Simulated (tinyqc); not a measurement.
# Fully depleted semiconductor-on-insulator film with two gates, non-linear Poisson equation by Newton steps: effects of single changes

One dimension across the film, front interface at x = 0, back interface at x = ts. psi is counted from the intrinsic level, n = ni exp(psi/Vt) (source grounded), holes neglected, acceptors ionised. Gates act through Cox = eps0 eox/tox and Cbox = 3.9 eps0/tb with potentials G1 = Vg - (phiM - chi - Vt ln(Nc/ni)) and G2 = Vb - (phiB - chi - Vt ln(Nc/ni)). Classical Boltzmann densities, no interface charge, no depletion in the back plane.

Values chosen for this exercise; band and dielectric values close to those of silicon:

| symbol | value | unit | meaning |
|---|---|---|---|
| T | 350 | K | temperature |
| Eg | 1.13 | eV | band gap |
| eps_r | 11.9 |  | relative permittivity |
| Nc | 3.48e19 | cm^-3 | conduction-band density of states at T |
| Nv | 3.28e19 | cm^-3 | valence-band density of states at T |
| chi | 4.12 | eV | electron affinity |
| eox | 21.7 |  | relative permittivity of the gate insulator (close to hafnium oxide) |
| tox | 6 | nm | insulator thickness |
| ts | 13 | nm | film thickness |
| tb | 30 | nm | buried-oxide thickness (eps_r 3.9) |
| Na | 3.6e16 | cm^-3 | acceptor density of the film |
| phiM | 4.39 | eV | work function of the front gate |
| phiB | 5.17 | eV | work function of the back plane |
| Vb | 0 | V | back-gate voltage |

Constants: q = 1.602176634e-19 C, kB = 1.380649e-23 J/K, Vt = kB T/q, eps0 = 8.8541878128e-14 F/cm where lengths are in cm. Results are converted to the units shown.

Each table varies one quantity; the others keep the values above.

## Charge against front-gate voltage

ni = sqrt(Nc Nv) exp(-Eg/(2 Vt)), Eg in volts. The Poisson equation eps0 eps_r d2psi/dx2 = q (n + Na), with -eps0 eps_r dpsi/dx = Cox (G1 - psi) at x = 0 and eps0 eps_r dpsi/dx = Cbox (G2 - psi) at x = ts, is solved on 300 equal intervals with half boxes at both ends; N_inv is the trapezoid sum of n. Swing = ln 10/(d ln N_inv/dVg); the last column is (dN_inv/dVb)/(dN_inv/dVg).

Charge against front-gate voltage:
```
Vg (V)	psi front (V)	psi back (V)	N_inv (cm^-2)	centroid/ts	swing (mV/decade)	q dN_inv/dVg over Cox	back/front leverage
-0.23	0.0470	-0.0231	5.79e5	0.320	74.6	8.93e-7	0.0743
-0.08	0.192	0.104	6.00e7	0.284	74.3	9.30e-5	0.0692
0.07	0.338	0.231	6.25e9	0.251	75.0	0.00960	0.0647
0.22	0.468	0.333	3.32e11	0.205	125	0.305	0.0562
0.37	0.540	0.363	1.86e12	0.141	326	0.657	0.0451
0.52	0.580	0.371	4.06e12	0.104	590	0.792	0.0402
0.67	0.605	0.373	6.54e12	0.0818	881	0.855	0.0380
0.82	0.624	0.375	9.16e12	0.0678	1.19e3	0.890	0.0367
0.97	0.639	0.376	1.19e13	0.0582	1.50e3	0.912	0.0360
```

What does the table show?

N_inv passes 1e11 cm^-2 at Vg = 0.166 V. The swing starts at 74.6 mV a decade, against (1 + k) Vt ln 10 = 71.6 for a front channel with k = Cs Cbox/(Cox (Cs + Cbox)) = 0.0315, Cs = eps0 eps_r/ts; above threshold this column is no longer a subthreshold swing. The centroid falls from 0.320 to 0.0582 of ts and the leverage of the back gate falls from 0.0743 to 0.0360. For Vg = 0.37, 0.52, 0.67, 0.82, 0.97 the density at an interface exceeds 0.3 Nc, where Boltzmann statistics fail. For Vg = 0.22, 0.37, 0.52, 0.67, 0.82, 0.97 the classical centroid lies within 3 nm of an interface, where confinement, left out, would push it away.

## Threshold and coupling against the back-gate voltage

VT is the Vg for N_inv = 1e11 cm^-2; -dVT/dVb from the linearised equation. Limits with Cs = eps0 eps_r/ts: front channel Cs Cbox/(Cox (Cs + Cbox)), back channel Cbox (Cox + Cs)/(Cox Cs). Swing at N_inv = 1e8 cm^-2.

The same in every row: front-channel limit = 0.0315; back-channel limit = 0.178.

Result of one run:
```
Vb (V)	VT (V)	centroid/ts at VT	-dVT/dVb	swing (mV/decade)
2.25	-0.0694	0.828	0.148	80.3
```

What becomes of these results when the back-gate voltage Vb is changed from 2.25 to 3 V, all else the same?

Result of the changed run:
```
Vb (V)	VT (V)	centroid/ts at VT	-dVT/dVb	swing (mV/decade)
3	-0.185	0.891	0.159	80.8
```

The whole series:
```
Vb (V)	VT (V)	centroid/ts at VT	-dVT/dVb	swing (mV/decade)
-3	0.302	0.0599	0.0391	72.2
-2.25	0.272	0.0737	0.0409	72.4
-1.5	0.241	0.0958	0.0438	72.6
-0.75	0.206	0.137	0.0490	73.1
0	0.166	0.227	0.0605	74.2
0.75	0.112	0.423	0.0862	76.6
1.5	0.0334	0.676	0.123	79.1
2.25	-0.0694	0.828	0.148	80.3
3	-0.185	0.891	0.159	80.8
```

As Vb goes from -3 to 3, VT falls from 0.302 to -0.185 V, the centroid rises from 0.0599 to 0.891 of ts and -dVT/dVb rises from 0.0391 to 0.159. The coupling covers 5.24 % of the way from the front-channel to the back-channel limit in the first row and 87.2 % in the last. A positive back bias draws the electrons to the back interface, where the back gate has more leverage and the front gate less, so the swing worsens.

Numbers from tinyqc (`OMP_NUM_THREADS=1 python tinyqc.py 2190153 2190154 out.jsonl`; about 0.6 s on one thread of a shared Intel Xeon 2.30GHz).
